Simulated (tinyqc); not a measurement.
From results back to parameters: standing waves and exposure in a photoresist film. Two cases, with inputs chosen for the exercise.

Problem. Bleaching of a resist on an index-matched plate: T(0) = T12 exp(-(A + B) d), T(end) = T12 exp(-B d), T12 = 1 - ((n1 - 1)/(n1 + 1))^2, and the first slope dT/dD = T(0) C A T12 (1 - exp(-(A + B) d))/(A + B). Here d = dT and D is the dose; A, B and C are hidden.

Case 1.

Values chosen (out of a larger set: a resist on Cu, indices near tabulated ones; not measured data): n1 = 1.697 (resist index); dT = 0.681 micrometre (resist thickness on an index-matched plate).

T(0) = 0.502161
T(end) = 0.865859
dT/dD = 0.0030447 cm^2/mJ

Case 2.

Values chosen (out of a larger set: a resist on polySi, indices near tabulated ones; not measured data): n1 = 1.765 (resist index); dT = 0.355 micrometre (resist thickness on an index-matched plate).

T(0) = 0.656760
T(end) = 0.685343
dT/dD = 0.00035031 cm^2/mJ

Find: A; B; C.

Solution. A = ln(T(end)/T(0))/d, B = ln(T12/T(end))/d, and the slope then gives C.

Case 1.

A = 0.80 1/micrometre
B = 0.11 1/micrometre
C = 0.016 cm^2/mJ

Case 2.

A = 0.12 1/micrometre
B = 0.84 1/micrometre
C = 0.016 cm^2/mJ

Computed by tinyqc, one run a case: `OMP_NUM_THREADS=1 python tinyqc.py N N+1 out.jsonl` with N = 1680279, 1680373; one thread of a shared Intel(R) Xeon(R) Processor @ 2.30GHz, about 0.01 s a run at most.
